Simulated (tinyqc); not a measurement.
Inside a calculation: standing waves and exposure in a photoresist film. Values are carried at full precision from step to step, so a last printed digit may differ when a step is redone from the rounded ones.

Normal incidence from air. Unexposed resist: N1 = n1 + i k1 with k1 = (A + B) lam/(4 pi), lam in micrometres. r01 = (1 - N1)/(1 + N1), t01 = 2/(1 + N1). Substrate Ns = ns + i ks: r12 = (N1 - Ns)/(N1 + Ns). With p = exp(2 pi i N1 d/lam), the field at depth z is E(z) = t01 [exp(2 pi i N1 z/lam) + r12 p^2 exp(-2 pi i N1 z/lam)]/(1 + r01 r12 p^2), the relative intensity I(z) = n1 |E(z)|^2 and the reflectance R = |(r01 + r12 p^2)/(1 + r01 r12 p^2)|^2.

Values chosen for the exercise (a resist on Al, indices near tabulated ones; shifted at random, so the results belong to these values and not to a real crystal):
- lam = 193 nm (vacuum wavelength)
- n1 = 1.733 (resist index)
- A = 0 1/micrometre (bleachable absorption (Dill A))
- B = 0.5 1/micrometre (fixed absorption (Dill B))
- d = 217 nm (resist thickness)
- ns = 0.11 (substrate n)
- ks = 2.193 (substrate k)
- C = 0.021 cm^2/mJ (exposure rate (Dill C))
- D = 40 mJ/cm^2 (incident dose)
- Ld = 15 nm (diffusion length of the post-exposure bake)

## Interface coefficients

Form N1, r01, t01 and r12.

N1 = 1.73300+0.00768i
r01 = -0.2682-0.0021i
t01 = 0.7318-0.0021i
r12 = -0.2206-0.9223i
|r12|^2 = 0.8993

Next to the bottom the intensity swings by a factor ((1 + |r12|)/(1 - |r12|))^2 = 1.42e+03 between antinode and node.

## Round trip and reflectance

Form p^2, the denominator and R; the period of the standing wave is lam/(2 n1).

p^2 = 0.7158-0.5409i
1 + r01 r12 p^2 = 1.1750+0.1464i
R = 0.8204
period = 55.68 nm

The film holds 3.90 periods.

## Intensity and exposure over the lowest period

Nine depths from d - period to d. Without bleaching during the exposure the share of unexposed compound is m = exp(-C D I).

Profile:
```
z (nm)      I      m
161.3   0.868  0.482
168.3   0.170  0.867
175.2   0.034  0.972
182.2   0.540  0.635
189.2   1.391  0.311
196.1   2.088  0.173
203.1   2.224  0.154
210.0   1.717  0.236
217.0   0.866  0.483
```

I runs from 0.034 to 2.224 on these points, so m runs from 0.154 to 0.972; the least exposed point listed lies 41.8 nm above the bottom.

## Smoothing by the bake

Gaussian diffusion of length Ld multiplies a cosine of period L by exp(-2 pi^2 Ld^2/L^2). Give that factor, and the Ld that leaves 10 %.

factor = 0.239
Ld for 10 % = 19.02 nm

## Checks

- R against the transfer-matrix product: both 0.82040.
- Absorption (A + B) d times the mean of I against 1 - R - T: both 0.125.

tinyqc: `OMP_NUM_THREADS=1 python tinyqc.py 1680113 1680114 out.jsonl`; about 0.01 s, one thread, shared Intel(R) Xeon(R) Processor @ 2.30GHz.
